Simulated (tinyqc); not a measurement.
## Gate voltage for a given inversion charge

Problem. p-type body, charge-sheet picture, depletion and inversion only, full ionisation (an idealisation for deep acceptors), Boltzmann statistics (rough once Na exp(x - xn) passes about Nc/7). In units of Vt: xg = (Vg - Vfb)/Vt, x = psi/Vt, G = gamma/sqrt(Vt), xn = (2 phiF + Vc)/Vt. The implicit equation is (xg - x)^2 = G^2 [x - 1 + exp(x - xn)] for x above about 3. Cox = eps0 eox/tox. ni = sqrt(Nc Nv) exp(-Eg/(2 Vt)), Eg in volts; phiF = Vt ln(Na/ni); gamma = sqrt(2 q eps0 eps_r Na)/Cox. N_inv = (Cox Vt G/q) [sqrt(x - 1 + exp(x - xn)) - sqrt(x - 1)]. Find x - xn, psi and Vg.

Values chosen for this exercise; band and dielectric values close to those of silicon:
- T = 250 K (temperature)
- Eg = 1.1 eV (band gap)
- eps_r = 11.6 (relative permittivity)
- Nc = 2.13e19 cm^-3 (conduction-band density of states at T)
- Nv = 2.03e19 cm^-3 (valence-band density of states at T)
- eox = 3.9 (relative permittivity of the gate insulator (close to silicon dioxide))
- tox = 5.6 nm (insulator thickness)
- Na = 2.4e17 cm^-3 (acceptor density)
- Vfb = -1 V (flat-band voltage)
- Vc = 0.5 V (channel-body voltage)

Constants: q = 1.602176634e-19 C, kB = 1.380649e-23 J/K, Vt = kB T/q, eps0 = 8.8541878128e-14 F/cm where lengths are in cm. Results are converted to the units shown.

N_inv = 9.4e10 cm^-2

Solution. N_inv rises steadily with x, so it fixes x; the implicit equation then gives xg directly.

x - xn = 1.80
psi = 1.45 V
Vg = 1.02 V

Numbers from tinyqc (`OMP_NUM_THREADS=1 python tinyqc.py 2122245 2122246 out.jsonl`; about 0.01 s on one thread of a shared Intel Xeon 2.30GHz).
